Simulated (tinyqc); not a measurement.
# A square-lattice strip 2 sites wide, recursive Green functions: what changes with what

The device has N = 4 slices of 2 site(s), nearest-neighbour hopping -t, and site energies U; the leads are semi-infinite continuations with site energy 0. V = <i+1|H|i> = -t 1.

Values chosen for this exercise:
```
symbol,value,unit,meaning
t,1,eV,hopping (matrix element -t)
U,"[0.22, -0.18, -0.05, 0.41, -0.24, -0.39, -0.43, -0.27]",eV,"site energies, slice by slice (2 a slice)"
E,-0.2,eV,energy
```

Each table varies one quantity; the others keep the values above.

## Effect of the strength of the potential

Transverse modes n = 1..2: chi_n(j) = sqrt(2/3) sin(pi n j/3), energy e_n = -2 t cos(pi n/3). Sigma = t^2 sum_n chi_n chi_n^T g(E - e_n), g(x) = (x - i sqrt(4 t^2 - x^2))/(2 t^2) for |x| < 2 t and (x - sign(x) sqrt(x^2 - 4 t^2))/(2 t^2) otherwise; Gamma = i (Sigma - Sigma^dagger); both leads give the same. Forward pass: g_1 = (E - H_1 - Sigma)^(-1), g_i = (E - H_i - V g_(i-1) V^dagger)^(-1), with Sigma also subtracted on the last slice; G_(i,1) = g_i V G_(i-1,1), starting from g_1. H_i is the block of slice i: its site energies on the diagonal and -t between neighbouring rows. T(E) = Tr[Gamma G_(N,1) Gamma G_(N,1)^dagger]. All U are multiplied by the factor sc.

Results:
```
sc,T(E),"reflection, modes - T(E)"
0,2.000,0
0.25,1.976,0.02444
0.5,1.908,0.09219
0.75,1.810,0.1902
1,1.697,0.3031
1.25,1.582,0.4177
1.5,1.475,0.5251
2,1.295,0.7054
```

Estimate the missing row, sc = 1.75.

Computed row:
```
sc,T(E),"reflection, modes - T(E)"
1.75,1.379,0.6211
```

With this row back in the table: T(E) falls from 2.00 to 1.29. At sc = 0 the device equals the leads and transmits all 2 open mode(s). Between the first two non-zero rows the reflection goes as sc^(1.92); weak scattering gives sc^2.

## Transmission against energy

Same model as above.

Transmission against energy:
```
E (eV),open modes,T(E),T(E) per open mode
-2.9,1,0.5402,0.5402
-2.42,1,0.8732,0.8732
-1.93,1,0.9616,0.9616
-1.45,1,0.9940,0.9940
-0.97,2,1.241,0.6207
-0.48,2,1.684,0.8420
0,2,1.690,0.8448
0.48,2,1.633,0.8167
0.97,2,1.319,0.6593
1.45,1,0.9585,0.9585
1.93,1,0.8977,0.8977
2.42,1,0.7933,0.7933
2.9,1,0.6006,0.6006
```

T(E) lies between 0.540 (E = -2.9 eV) and 1.69 (E = 0 eV) in these rows. The leads offer 1 to 2 open mode(s), of which the mean share 0.80 is transmitted.

Program tinyqc, `OMP_NUM_THREADS=1 python tinyqc.py 2660122 2660123 out.jsonl`; Intel Xeon 2.30GHz, shared host, one thread, about 0.01 s.
